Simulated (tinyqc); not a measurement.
Dead time and true rate from two light levels.

Problem. A non-paralysable detector measures m = n/(1 + n td); dark counts are negligible. Find td and the true rate at the lower flux.

measured rates at a photon flux and at four times that flux (1/s): 1.7355372e7  4.5652174e7

Solution. 1/m = 1/n + td, so the difference of the inverse rates is 3/(4 n).

td = 10.0 ns
n = 2.10e7 1/s

Numbers from tinyqc (`OMP_NUM_THREADS=1 python tinyqc.py 2630120 2630121 out.jsonl`; about 0.01 s on one thread of a shared Intel Xeon 2.30GHz).
